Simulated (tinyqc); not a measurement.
Implant damage, amorphisation by cascade overlap, and solid-phase epitaxial regrowth: one step, computed by the program tinyqc. Command: `OMP_NUM_THREADS=1 python tinyqc.py 3112417 3112418 out.jsonl sper walk`. One thread of a shared host (Intel(R) Xeon(R) Processor @ 2.30GHz), about 0.01 s of CPU time with the checks.

Range and width of the damage are inputs. Dynamic annealing enters only through the surviving share f.

Task: Damage left below the interface. Displaced atoms per area beyond the lower edge z2: f nu Q (1/2) erfc((z2 - R_d)/(sqrt2 s_d)); they are not removed by regrowth.

Inputs (values chosen for the exercise, modelled on silicon ions in silicon):
```
quantity,value,unit
depth of the damage peak R_d,45,nm
width of the damage profile s_d,30,nm
share of defects that survive f,0.54,-
dose Q,4.2e+14,1/cm^2
```

lower edge = 94.01531 nm

displacements per ion nu = 628.5376

Give: share of the damage beyond z2; displaced atoms beyond z2.

Result:

share of the damage beyond z2 = 0.051146

displaced atoms beyond z2 = 7.2910e+15 1/cm^2
